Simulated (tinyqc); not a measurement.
n-type polysilicon, carrier trapping at grain boundaries: two steps of the calculation.

One-dimensional grains of size Lg, uniform ionised doping N, monovalent traps Qt at each boundary at a depth Et below (for electrons) or above (for holes) the band edge there, abrupt depletion of width W on each side of a boundary, Boltzmann statistics. xi is the distance from the band edge at the grain centre to the Fermi level. Trapped charge Qt/(1 + exp((xi + VB - Et)/Vt)) = 2 N W, barrier VB = q N W^2/(2 eps0 eps_r).

Inputs (values chosen for the exercise); values of the order met in polycrystalline silicon:

| symbol | value | unit | meaning |
|---|---|---|---|
| T | 350 | K | temperature |
| eps_r | 11.7 |  | relative permittivity |
| NB | 3.53e19 | cm^-3 | conduction-band density of states at T |
| Lg | 110 | nm | grain size |
| Qt | 7.6e11 | cm^-2 | trap density of a grain boundary |
| Et | 0.44 | eV | depth of the trap level from the majority band edge at the boundary |
| ms | 0.52 | m0 | mass for thermionic emission |
| fe | 0.12 |  | correction factor of the emission rate |
| mug | 190 | cm^2/(V s) | mobility inside the grains |
| N | 1.5e16 | cm^-3 | doping |

Constants: q = 1.602176634e-19 C, kB = 1.380649e-23 J/K, m0 = 9.1093837015e-31 kg, Vt = kB T/q, eps0 = 8.8541878128e-14 F/cm where lengths are in cm. Results are converted to the units shown.

Question 1. Depletion width, Fermi level and barrier. If the trap equation with xi = Vt ln(NB/N) has a root W < Lg/2, the grain is partly depleted; otherwise W = Lg/2 and the trap equation gives xi = Et - VB + Vt ln(Qt/(N Lg) - 1). N* = Qt/Lg.

Find: N*; W; xi; VB; share of traps filled.

Answer 1.

N* = 6.9091e16 cm^-3
W = 55.000 nm
xi = 0.44360 V
VB = 0.035088 V
share of traps filled = 0.21711

N is 0.217 N*, and the grain is fully depleted; VB = 1.16 Vt.

Question 2. Resistivity and effective mobility. n0 = NB exp(-xi/Vt); mean density n0 (1 - 2 W/Lg) by charge balance in a partly depleted grain, and n0 (sqrt(pi)/2) erf(u)/u with u = sqrt(VB/Vt) in a fully depleted one; v = sqrt(kB T/(2 pi ms m0)); barrier resistivity Vt exp(VB/Vt)/(q fe n0 v Lg); grain resistivity (1 - 2 W/Lg)/(q n0 mug); effective mobility 1/(q mean density total resistivity).

W = 55 nm
xi = 0.44359624 V
VB = 0.035088309 V

Find: n0; mean density; v; barrier resistivity; grain resistivity; resistivity; effective mobility.

Answer 2.

n0 = 1.4463e13 cm^-3
mean density = 1.0373e13 cm^-3
v = 4.0294e6 cm/s
barrier resistivity = 7832.4 ohm cm
grain resistivity = 0.0000 ohm cm
resistivity = 7832.4 ohm cm
effective mobility = 76.826 cm^2/(V s)

The resistivity is 3580 times that of a single crystal with the same N and mobility mug, and the mean density is 0.0692 % of N.

Program tinyqc, `OMP_NUM_THREADS=1 python tinyqc.py 2830076 2830077 out.jsonl`; Intel Xeon 2.30GHz, shared host, one thread, about 0.01 s.
